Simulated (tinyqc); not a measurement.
Worked calculation: lattice vibrations of a chain. One step of it, computed by the program tinyqc.

Question. Frequencies. omega^2 are the eigenvalues; wavenumber = 521.4708 sqrt(eigenvalue) 1/cm.

D(q) (eV/(angstrom^2 u)), lower triangle (Hermitian):
```
                    1          2          3         4
1            0.681004
2           -0.504908   1.785714
3            0.000000  -0.520724   0.592222
4  0.282051-0.017745i   0.000000  -0.331519  0.566125
```

Give: eigenvalues; wavenumbers; weights |e|^2 of the mass-weighted modes.

Answer.

eigenvalues: 0.145  0.306  1.037  2.137

wavenumbers (1/cm): 198.6  288.7  531.1  762.2

weights |e|^2 of the mass-weighted modes:
```
        mode 1  mode 2  mode 3  mode 4
atom 1   0.051   0.571   0.282   0.096
atom 2   0.022   0.168   0.000   0.810
atom 3   0.460   0.187   0.259   0.093
atom 4   0.467   0.074   0.458   0.000
```
